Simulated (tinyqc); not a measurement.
What moves the results: cyclotron resonance of ellipsoidal valleys, Si type. A value that a table varies takes the place of the one given here.

Valleys along [100], [010], [001] (each with its opposite partner), mass ml along the axis and mt across it. B lies in the (1-10) plane, b = (sin(theta)/sqrt2, sin(theta)/sqrt2, cos(theta)). For the angle phi between B and the axis, 1/mc^2 = cos^2(phi)/mt^2 + sin^2(phi)/(mt ml). Resonance: h nu = 2 muB B/mc, h = 2 pi hbar.

Constants: hbar = 6.58211957e-16 eV s; muB = 5.788381798e-05 eV/T.

Inputs chosen for the exercise (near those of Si; shifted at random, so the results belong to these values and not to a real crystal): ml = 0.871 m0 (longitudinal mass); mt = 0.182 m0 (transverse mass); ths = (0, 15, 30, 45, 60, 75, 90) degrees (angles); g1 = 4.23 (Luttinger gamma1); g2 = 0.34 (gamma2); g3 = 1.46 (gamma3); theta = 50 degrees (angle of B from [001] towards [110]); nu = 9.4 GHz (microwave frequency).

## Rotating the field

mc against theta; [100] and [010] stay equal in this plane.

Cyclotron masses (m0):
```
theta (degrees)   [100]   [001]
0                0.3981  0.1820
15               0.3751  0.1870
30               0.3280  0.2032
45               0.2854  0.2341
60               0.2560  0.2854
75               0.2394  0.3556
90               0.2341  0.3981
```

All valleys give one line at theta = 54.7 degrees, B along [111], with mc = 0.2647. The [001] pair goes from mt to sqrt(ml mt), a factor 2.19; the other four only fall from sqrt(ml mt) to 0.2341, since their angle to B never drops below 45 degrees.

## Heavy and light holes (cyclotron masses of warped hole bands)

E = c k^2 f(n) with f = g1 -/+ 2 sqrt(g2^2 + 3 (g3^2 - g2^2)(nx^2 ny^2 + ny^2 nz^2 + nz^2 nx^2)). For the orbit through k = 0 perpendicular to b = (sin(theta)/sqrt2, sin(theta)/sqrt2, cos(theta)), mc is the mean of 1/f over the directions n in that plane (180 evenly spaced angles). Quantum effects of the lowest levels are left out.

Cyclotron masses (m0):
```
theta (degrees)   heavy   light
0                0.4315  0.1691
15               0.4620  0.1631
30               0.5318  0.1540
45               0.5869  0.1485
60               0.5940  0.1478
75               0.5807  0.1514
90               0.5723  0.1552
```

The heavy mass varies by 38 % over the table, with its largest listed value at 60 degrees ([111] lies at 54.7) and its smallest at 0; the light mass varies by 14.5 %. The warping term enters both with the same size, but it is set against a small inverse mass in one and a large one in the other (along [111], g1 - 2 g3 = 1.31 and g1 + 2 g3 = 7.15).

## What each parameter does

Resonance fields B = h nu mc/(2 muB) of the valleys [100] and [001]. Each row changes one parameter from the base and keeps the others.

Results:
```
case                [100] (T)  [001] (T)
base                   0.0920     0.0835
ml = 1.002 m0          0.0941     0.0848
mt = 0.2 m0            0.0995     0.0907
theta = 54 degrees     0.0894     0.0880
nu = 10.34 GHz         0.1012     0.0918
```

The largest shifts from the base row, up to three for each result and ties (the steps differ in size, so this ranks the rows, not the parameters). [100] (T): nu +0.0092, mt +0.0075, theta -0.0027. [001] (T): nu +0.0083, mt +0.0072, theta +0.0045.

Run: tinyqc, `OMP_NUM_THREADS=1 python tinyqc.py 1280584 1280585 out.jsonl`; Intel(R) Xeon(R) Processor @ 2.30GHz, one thread, shared host; about 0.01 s of CPU time with all checks.
